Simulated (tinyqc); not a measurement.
# Nanowire ballistic transistor, top-of-the-barrier model: effects of single changes

At the top of the source barrier, states moving towards the drain are filled by the source (Fermi level 0) and states moving back by the drain (Fermi level -q Vd); nothing scatters. U is the shift of the band edge there, set by the capacitances CG, CD and CS (the total) and by the charge. Parabolic one-dimensional subbands; the source is grounded.

Values chosen for this exercise; mass and valleys close to those of gallium arsenide: temperature T = 77 K; effective mass m = 0.0701 m0; valley degeneracy gv = 1; relative permittivity of the gate insulator eox = 3.9; insulator thickness tox = 1.4 nm; wire diameter d = 4 nm; offset of a second subband (0: none) dE = 0.14 eV; gate control CG/CS aG = 0.94; drain control CD/CS aD = 0.041; band edge at the barrier top above the source Fermi level at zero bias E0 = 0.37 eV.

Constants: q = 1.602176634e-19 C, kB = 1.380649e-23 J/K, hbar = 1.054571817e-34 J s, h = 6.62607015e-34 J s, m0 = 9.1093837015e-31 kg, Vt = kB T/q, eps0 = 8.8541878128e-14 F/cm where lengths are in cm. Results are converted to the units shown.

Each table varies one quantity; the others keep the values above.

## Output curve

N0 = gv sqrt(2 m kB T/pi)/hbar, CG = 2 pi eps0 eox/ln(1 + 2 tox/d), CS = CG/aG, n0 = n at U = 0 and Vd = 0. eta1 = -(E0 + U)/Vt, eta2 = eta1 - Vd/Vt, n = (N0/2)[F_(-1/2)(eta1) + F_(-1/2)(eta2)], F_(-1/2)(x) = (1/sqrt(pi)) int_0^infinity u^(-1/2)/(1 + exp(u - x)) du. Each F is summed over the two subbands, F(eta) + F(eta - dE/Vt), which share the mass. U = UL + q (n - n0)/CS with UL = -(aG Vg + aD Vd), energies in eV. I = gv (2 q^2/h) Vt [ln(1 + exp eta1) - ln(1 + exp eta2)], summed over both subbands. CQ = (q/Vt) dn/d(eta1).

In this table Vg = 0.6 V.

Result of one run:
```
Vd (V)	eta1	n (cm^-1)	I (uA)	mean velocity I/(q n) (cm/s)	CQ/CS
0.4	21.42	1.854e6	11.46	3.856e7	0.9260
```

What becomes of these results when the drain voltage Vd is changed from 0.4 to 0.025 V, all else the same?

Result of the changed run:
```
Vd (V)	eta1	n (cm^-1)	I (uA)	mean velocity I/(q n) (cm/s)	CQ/CS
0.025	15.21	2.555e6	1.938	4.734e6	0.5482
```

The whole series:
```
Vd (V)	eta1	n (cm^-1)	I (uA)	mean velocity I/(q n) (cm/s)	CQ/CS
0.01	14.73	2.624e6	0.7755	1.845e6	0.5299
0.025	15.21	2.555e6	1.938	4.734e6	0.5482
0.05	16.06	2.430e6	3.877	9.960e6	0.5971
0.1	18.18	2.104e6	7.753	2.300e7	0.9277
0.15	20.47	1.746e6	10.69	3.820e7	0.8980
0.2	20.75	1.751e6	10.95	3.902e7	0.7941
0.3	21.09	1.801e6	11.20	3.880e7	0.8693
0.4	21.42	1.854e6	11.46	3.856e7	0.9260
0.6	22.05	1.963e6	11.99	3.813e7	0.9785
0.8	22.67	2.073e6	12.56	3.783e7	0.9623
```

The current rises from 0.775 to 12.6 uA; n goes from 2.62e6 through a minimum of 1.75e6 (at Vd = 0.15 V among the rows listed) to 2.07e6 cm^-1 and eta1 rises from 14.7 to 22.7. The resistance in the first row is 12.9 kohm, against h/(2 q^2 gv) = 12.9 kohm for one open subband, though nothing scatters in the channel. The current passes 90 % of its last value at Vd = 0.4 V among the rows, where eta2 = -39; returning states are gone from Vd = 0.2 V on (eta2 < -7), and from there the drain control aD lifts eta1 from 20.8 to 22.7.

## Effect of the valley degeneracy

Same model as above.

CQ = (q/Vt) dn/d(eta1). E0 is held fixed.

In this table Vg = 0.6 V, Vd = 0.6 V.

Effect of the valley degeneracy:
```
gv	eta1	n (cm^-1)	I (uA)	mean velocity I/(q n) (cm/s)	CQ/CS
1	22.05	1.963e6	11.99	3.813e7	0.9785
2	16.88	2.895e6	17.37	3.745e7	0.5271
3	12.39	3.703e6	19.11	3.220e7	0.8402
4	9.278	4.263e6	19.08	2.793e7	1.303
6	5.615	4.923e6	17.33	2.197e7	2.602
```

As gv goes from 1 to 6, n rises from 1.96e6 to 4.92e6 cm^-1, the mean velocity falls from 3.81e7 to 2.20e7 cm/s and the current goes from 12.0 through a maximum of 19.1 (at gv = 3 among the rows listed) to 17.3 uA. CQ/CS goes from 0.98 to 2.6.

## Effect of the effective mass

Same model as above.

CQ = (q/Vt) dn/d(eta1). E0 is held fixed.

In this table Vg = 0.6 V, Vd = 0.6 V.

Effect of the effective mass:
```
m (m0)	eta1	n (cm^-1)	I (uA)	mean velocity I/(q n) (cm/s)	CQ/CS
0.02	25.537	1.3344e6	15.417	7.2111e7	0.37045
0.032	24.233	1.5693e6	14.092	5.6046e7	0.54550
0.05	22.980	1.7951e6	12.855	4.4695e7	0.79232
0.08	21.683	2.0289e6	11.675	3.5917e7	1.0230
0.13	20.230	2.2905e6	10.581	2.8831e7	0.90051
0.2	18.545	2.5940e6	9.5729	2.3033e7	0.58879
0.32	16.171	3.0217e6	8.3174	1.7180e7	0.54769
0.5	13.692	3.4684e6	7.0395	1.2668e7	0.71229
0.8	11.074	3.9400e6	5.6932	9.0188e6	1.0023
```

What does the table show?

As m goes from 0.02 to 0.8 m0, n rises from 1.33e6 to 3.94e6 cm^-1, the mean velocity falls from 7.21e7 to 9.02e6 cm/s and the current falls from 15.4 to 5.69 uA. CQ/CS goes from 0.37 to 1.0. The loss of velocity outweighs the gain of charge over the whole range.

tinyqc, about 0.1 s, one thread, Intel Xeon 2.30GHz (shared host): `OMP_NUM_THREADS=1 python tinyqc.py 2400142 2400143 out.jsonl`
